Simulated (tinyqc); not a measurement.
What moves the tail: Franz-Keldysh effect at a direct gap.

Parabolic bands, vertical transitions, no excitons. For each hole band j: mr = me mj/(me + mj); joint density of states J_j(E) = (mr/c)^(3/2) sqrt(E - Eg)/(2 pi^2), both spins, c = hbar^2/2m0; averaged matrix element |e.p|^2 = m0 Ep/6; alpha_j(E) = 4 pi^2 alpha_f c Ep J_j/(3 nr E) in 1/angstrom (alpha_f the fine-structure constant, listed as alpha among the constants), times 1e8 for 1/cm.

In a field Fd (1 kV/cm = 1e-5 V/angstrom) the electro-optic energy of band j is th = (c (e Fd)^2/mr)^(1/3), and sqrt(E - Eg) in J_j is replaced by pi sqrt(th) [Ai'(b)^2 - b Ai(b)^2] with b = (Eg - E)/th; Ai is the Airy function.

Constants: hbar^2/2m0 = 3.80998211 eV angstrom^2; fine-structure constant alpha = 0.007297352564.

Parameters, chosen for this exercise (near those of InGaAs; shifted at random, so the results belong to these values and not to a real crystal): Eg = 0.764 eV (direct gap); me = 0.0416 m0 (electron mass); mhh = 0.457 m0 (heavy-hole mass); mlh = 0.0537 m0 (light-hole mass); Ep = 22.6 eV (Kane energy); nr = 3.55 (refractive index); Fd = 120 kV/cm (uniform field); det = 60 meV (detuning below the gap).

At E = Eg - det.

One parameter was then changed.

Results before and after:

| case | th heavy (meV) | alpha (1/cm) |
|---|---|---|
| base | 52.401 | 105.1 |
| changed | 52.401 | 107.6 |

Which of these changes was made? (a) me = 0.0478 m0; (b) det = 70 meV; (c) Fd = 156 kV/cm; (d) nr = 3.73; (e) mlh = 0.0698 m0; (f) Ep = 24.9 eV.

Answer: (e) mlh = 0.0698 m0. Of the candidates, run in turn, only this one gives the changed row.

All candidates:

| case | th heavy (meV) | alpha (1/cm) |
|---|---|---|
| base | 52.401 | 105.1 |
| Fd = 156 kV/cm | 62.417 | 179.3 |
| det = 70 meV | 52.401 | 65.91 |
| me = 0.0478 m0 | 50.237 | 108.9 |
| mlh = 0.0698 m0 | 52.401 | 107.6 |
| Ep = 24.9 eV | 52.401 | 115.8 |
| nr = 3.73 | 52.401 | 100.1 |

(tinyqc, `OMP_NUM_THREADS=1 python tinyqc.py 1680898 1680899 out.jsonl`, Intel(R) Xeon(R) Processor @ 2.30GHz, 1 thread, shared host, about 0.01 s.)
